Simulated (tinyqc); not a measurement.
From results back to parameters: one-oscillator model of a band gap. Three cases, with inputs chosen for the exercise.

Problem. A gap follows E(T) = E0 - s1 t1/(exp(t1/T) - 1) with the zero-point term ZP = s1 t1/2, which scales as M^(-1/2). The shift of E0 on going from M to M + dM and the limiting slope at high T are given.

Find: sqrt(M/(M + dM)); ZP; t1.

Method. The shift is ZP (1 - sqrt(M/(M + dM))); then t1 = 2 ZP/s1.

Case 1.

Values chosen (out of a larger set: near those of GaAs; not measured data): M = 72.17 u (mean atomic mass); dM = 3 u (change of the mean mass (not bounded by the natural isotopes)).

shift of E0 = 1.344918 meV
limiting slope s1 = 0.487 meV/K

Solution.

sqrt(M/(M + dM)) = 0.979842
ZP = 66.72 meV
t1 = 274 K

Case 2.

Values chosen (out of a larger set: near those of InAs; not measured data): M = 94.97 u (mean atomic mass); dM = -3.53 u (change of the mean mass (not bounded by the natural isotopes)).

shift of E0 = -0.458533 meV
limiting slope s1 = 0.265 meV/K

Solution.

sqrt(M/(M + dM)) = 1.019119
ZP = 23.98 meV
t1 = 181 K

Case 3.

Values chosen (out of a larger set: near those of Si; not measured data): M = 28.06 u (mean atomic mass); dM = 0.63 u (change of the mean mass (not bounded by the natural isotopes)).

shift of E0 = 0.685922 meV
limiting slope s1 = 0.291 meV/K

Solution.

sqrt(M/(M + dM)) = 0.988960
ZP = 62.13 meV
t1 = 427 K

Computed by tinyqc, one run a case: `OMP_NUM_THREADS=1 python tinyqc.py N N+1 out.jsonl` with N = 1881161, 1881162, 1881174; one thread of a shared Intel(R) Xeon(R) Processor @ 2.30GHz, about 0.01 s a run at most.
